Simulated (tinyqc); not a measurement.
A barrier in a uniform field, exact transmission by Airy functions: two steps of the calculation.

The left lead has its band edge at 0, the barrier edge falls as U(x) = U0 - F x with F = V/d for 0 < x < d, and the right lead has its edge at -V. No transverse momentum; C = hbar^2/(2 m0); psi and psi'/m are continuous. M carries (psi, psi'/m) across the barrier.

Parameters, values chosen for the exercise; U0 - E and the mass are of the order of those of silicon dioxide on silicon; the mass of the right lead is set freely:
- mL = 0.86 m0 (mass in the left lead)
- U0 = 3.72 eV (barrier edge at x = 0)
- m1 = 0.51 m0 (mass in the barrier)
- E = 0.62 eV (electron energy)
- d = 0.8 nm (barrier width)
- V = 1.1 V (voltage across the barrier)
- mR = 1.6 m0 (mass in the right lead)

Constants: q = 1.602176634e-19 C, hbar = 1.054571817e-34 J s, m0 = 9.1093837015e-31 kg, hbar^2/(2 m0) = 0.0380998212 eV nm^2. Results are converted to the units shown.

Task 1. Scaled variables. Energy scale e = (C F^2/m1)^(1/3), z(x) = (U(x) - E)/e, s = (dz/dx)/m1 = -F/(e m1); v = k/m in a lead. vL = sqrt(mL E/C)/mL, vR = sqrt(mR (E + V)/C)/mR.

Find: F; e; z1; z2; s; vL; vR.

Result 1.

F = 1.375 V/nm
e = 0.5208 eV
z1 = 5.953
z2 = 3.840
s = -5.177 1/nm
vL = 4.350 1/nm
vR = 5.312 1/nm

Both z are positive: the whole barrier is forbidden.

Task 2. Transfer matrix. With a = Ai, a' = Ai', b = Bi, b' = Bi' at z1 (left edge) and z2 (right edge): M11 = pi (a2 b1' - b2 a1'), M12 = (pi/s)(b2 a1 - a2 b1), M21 = pi s (a2' b1' - b2' a1'), M22 = pi (b2' a1 - a2' b1).

Airy functions:
```
              Ai            Ai'         Bi        Bi'
z1  1.1190277e-5  -2.7753614e-5  5833.8098  13976.471
z2  0.0013176042  -0.0026618580  61.822114  116.68770
```

s = -5.1770195 1/nm

Find: M (M12 in nm, M21 in 1/nm).

Result 2.

M (M12 in nm, M21 in 1/nm):
```
       1      2
1  57.86  4.664
2  605.0  48.79
```

Range of the model: Masses are held fixed, although real bands cease to be parabolic a few tenths of an eV from their edges.

Numbers from tinyqc (`OMP_NUM_THREADS=1 python tinyqc.py 2580119 2580120 out.jsonl`; about 0.01 s on one thread of a shared Intel Xeon 2.30GHz).
